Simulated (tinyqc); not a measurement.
From results back to parameters: WKB tunnelling through a gate dielectric with a two-band (Franz) dispersion. Three cases, with inputs chosen for the exercise.

Problem. In the Fowler-Nordheim regime with a parabolic band J/F^2 is proportional to exp(-B/F), B = (4/3) sqrt(m/c) phi^(3/2), c = hbar^2/2m0, 1 V/angstrom = 100 MV/cm. The ratio below was computed from a hidden barrier.

Constants: hbar^2/2m0 = 3.80998211 eV angstrom^2.

Case 1.

Values chosen (out of a larger set: of the size used for HfO2 on silicon; not measured data): m = 0.21 m0 (mass at the conduction edge); F1 = 6.2 MV/cm (first field); F2 = 10.1 MV/cm (second field).

ln[(J2/F2^2)/(J1/F1^2)] = 3.29891

Case 2.

Values chosen (out of a larger set: of the size used for SiO2 on silicon; not measured data): m = 0.48 m0 (mass at the conduction edge); F1 = 8.8 MV/cm (first field); F2 = 12.9 MV/cm (second field).

ln[(J2/F2^2)/(J1/F1^2)] = 8.83723

Case 3.

Values chosen (out of a larger set: of the size used for hBN on silicon; not measured data): m = 0.47 m0 (mass at the conduction edge); F1 = 6.2 MV/cm (first field); F2 = 11.2 MV/cm (second field).

ln[(J2/F2^2)/(J1/F1^2)] = 8.62281

Find: B; phi.

Solution. B is the logarithm divided by 1/F1 - 1/F2; then phi = (3 B/(4 sqrt(m/c)))^(2/3). The slope fixes only m phi^3, so the mass must be known.

Case 1.

B = 52.97 MV/cm
phi = 1.420 eV

Case 2.

B = 244.68 MV/cm
phi = 2.990 eV

Case 3.

B = 119.75 MV/cm
phi = 1.870 eV

Computed by tinyqc, one run a case: `OMP_NUM_THREADS=1 python tinyqc.py N N+1 out.jsonl` with N = 1482403, 1482458, 1482523; one thread of a shared Intel(R) Xeon(R) Processor @ 2.30GHz, about 0.01 s a run at most.
